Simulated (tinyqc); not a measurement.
Comparisons within one model: Landau levels of bilayer graphene. A value that a table varies takes the place of the one given here.

Four-band model without bias: with w = sqrt(2) hv/l, E_N^2 = [g1^2 + (2N - 1) w^2 - sqrt(g1^4 + 2 (2N - 1) g1^2 w^2 + w^4)]/2 for N >= 2, and E = 0 for N = 0, 1. The two-band limit is hbar wc sqrt(N (N - 1)) with hbar wc = w^2/g1. Each level is fourfold; of the eight zero-energy states half belong to the electrons.

In a field B along z: l = 1/sqrt((e/hbar) B) is the magnetic length, n_B = B/(h/e) the number of states per area in one level, hbar wc = 2 muB B/m for mass m in m0; 1/angstrom^2 = 1e16/cm^2.

The zero level takes 4 n_B electrons and each higher level 4 n_B. At zero temperature and without broadening EF sits in the partly filled level.

Constants: e/hbar = 1.519267448e-05 1/(T angstrom^2); h/e = 413566.7697 T angstrom^2; muB = 5.788381798e-05 eV/T.

Parameters, chosen for this exercise (near those of bilayer graphene; the results hold for these values, not for the real material):
- hv = 6.72 eV angstrom (hbar v)
- g1 = 0.361 eV (interlayer hopping)
- Bs = (0.5, 1, 2, 4, 8, 12, 16) T (fields)
- n = 2.2 x 1e11/cm^2 (electron sheet density)
- Bo = (0.384, 0.43, 0.49, 0.568, 0.676, 0.836, 1.09, 1.58, 2.84) T (fields)
- B = 8.7 T (magnetic field)

## The fan of levels

The four lowest levels against B, with their labels in order.

Levels (meV):

| B (T) | first | second | third | fourth | order |
|---|---|---|---|---|---|
| 0.500 | 0.00 | 2.67 | 4.60 | 6.47 | 0,1 2 3 4 |
| 1.00 | 0.00 | 5.29 | 9.08 | 12.71 | 0,1 2 3 4 |
| 2.00 | 0.00 | 10.43 | 17.73 | 24.63 | 0,1 2 3 4 |
| 4.00 | 0.00 | 20.29 | 33.97 | 46.59 | 0,1 2 3 4 |
| 8.00 | 0.00 | 38.60 | 63.16 | 85.04 | 0,1 2 3 4 |
| 12.0 | 0.00 | 55.40 | 89.15 | 118.54 | 0,1 2 3 4 |
| 16.0 | 0.00 | 71.02 | 112.78 | 148.60 | 0,1 2 3 4 |

The fourth level grows as B^0.98 over the first two rows and B^0.79 over the last two (1 for a parabolic band without a fixed offset such as a valley splitting, 1/2 for massless Dirac electrons). The order of the levels does not change. At the highest field level 2 lies at 71.0 meV, against 86.0 meV in the two-band limit.

## Oscillation of the Fermi level

Fixed density, zero temperature, no broadening. At B = 0, EF = sqrt(g1^2/4 + hv^2 pi n) - g1/2.

Filling:

| B (T) | nu | partly filled level | EF (meV) | filled share |
|---|---|---|---|---|
| 0.384 | 23.69 | 6 | 7.82 | 0.92 |
| 0.430 | 21.16 | 6 | 8.74 | 0.29 |
| 0.490 | 18.57 | 5 | 8.14 | 0.64 |
| 0.568 | 16.02 | 5 | 9.41 | 0.00 |
| 0.676 | 13.46 | 4 | 8.69 | 0.36 |
| 0.836 | 10.88 | 3 | 7.62 | 0.72 |
| 1.09 | 8.35 | 3 | 9.87 | 0.09 |
| 1.58 | 5.76 | 2 | 8.29 | 0.44 |
| 2.84 | 3.20 | 0,1 | 0.00 | 0.80 |

EF at B = 0 = 8.45 meV

EF runs between 0.0 and 9.9 meV around its zero-field value of 8.4 meV. It follows a level while that level empties and falls to the next one down when nu passes a filled shell; the partly filled level changes 5 times in this table.

## What each parameter does

The second and third levels from below, nu = n/n_B, and EF. Each row changes one parameter from the base and keeps the others.

Results:

| case | second level (meV) | third level (meV) | nu | EF (meV) |
|---|---|---|---|---|
| base | 41.64 | 67.91 | 1.05 | 0.00 |
| B = 7.39 T | 35.91 | 58.95 | 1.23 | 0.00 |
| hv = 8.06 eV angstrom | 57.48 | 92.31 | 1.05 | 0.00 |
| g1 = 0.307 eV | 47.22 | 75.97 | 1.05 | 0.00 |
| n = 2.64 x 1e11/cm^2 | 41.64 | 67.91 | 1.25 | 0.00 |

The largest shifts from the base row, up to three for each result and ties (the steps differ in size, so this ranks the rows, not the parameters). second level (meV): hv +15.84, B -5.72, g1 +5.58; unchanged at the printed digits by n. third level (meV): hv +24.40, B -8.96, g1 +8.05; unchanged at the printed digits by n. nu: n +0.21, B +0.19; unchanged at the printed digits by hv and g1. EF (meV): unchanged at the printed digits by B, hv, g1 and n.

(tinyqc, `OMP_NUM_THREADS=1 python tinyqc.py 1280056 1280057 out.jsonl`, Intel(R) Xeon(R) Processor @ 2.30GHz, 1 thread, shared host, about 0.01 s.)
